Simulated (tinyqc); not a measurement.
Charge stability of a double quantum dot, constant-interaction model with a charge sensor: two steps of the calculation.

Capacitance matrix C = [[C1, -Cm], [-Cm, C2]], C1 = G1 + X1 + Cm + L1, C2 = G2 + X2 + Cm + L2. Gate charges n1 = (G1 V1 + X1 V2)/q, n2 = (X2 V1 + G2 V2)/q. The state (N1, N2) has U = (1/2) d^T E d with d = (N1 - n1, N2 - n2) and E = q^2 C^(-1). Leads at 0 V; no tunnel coupling, spin or level spacing. The sensor reads s1 <N1> + s2 <N2>.

Values chosen for this exercise:
```
symbol  value  unit                    meaning
G1        1.9    aF            gate 1 to dot 1
G2        2.1    aF            gate 2 to dot 2
X1       0.54    aF            gate 2 to dot 1
X2       0.13    aF            gate 1 to dot 2
Cm        1.2    aF           between the dots
L1        4.7    aF  dot 1 to leads and ground
L2         10    aF  dot 2 to leads and ground
V1       50.3    mV          voltage of gate 1
V2       99.4    mV          voltage of gate 2
```

Constants: q = 1.602176634e-19 C. Results are converted to the units shown.

Problem 1. Charging energies and lever arms. E = q^2 C^(-1) holds EC1, EC2 on the diagonal and ECm off it; the lever arms are A = C^(-1) [[G1, X1], [X2, G2]] (row: dot, column: gate).

Give: C; E; lever arms; gate charges.

Solution 1.

C (aF):
```
	1	2
1	8.34	-1.2
2	-1.2	13.43
```

E (meV):
```
	1	2
1	19.461	1.739
2	1.739	12.085
```

lever arms (eV/V):
```
	1	2
1	0.23220	0.08838
2	0.03043	0.16426
```

gate charges: n1 0.9315, n2 1.3437

ECm is 11.3 % of the geometric mean of EC1 and EC2.

Problem 2. Triple points. The states (0,0), (1,0), (0,1) meet where E n = (EC1/2, EC2/2), and (1,1), (1,0), (0,1) where E n = (EC1/2 + ECm, EC2/2 + ECm); the gate voltages follow from n.

E (meV):
```
	1	2
1	19.460949	1.738879
2	1.738879	12.085206
```

Wanted: gate charges; gate voltages; distance between the points.

Solution 2.

gate charges:
```
	n1	n2
electron point	0.4613	0.4336
hole point	0.5387	0.5664
```

gate voltages (mV):
```
	V1	V2
electron point	30.02	31.23
hole point	33.74	41.12
```

distance between the points = 10.57 mV

The line between the two points is the (1,0)-(0,1) transition, where an electron moves from dot to dot.

tinyqc, about 0.01 s, one thread, Intel Xeon 2.30GHz (shared host): `OMP_NUM_THREADS=1 python tinyqc.py 2470119 2470120 out.jsonl`
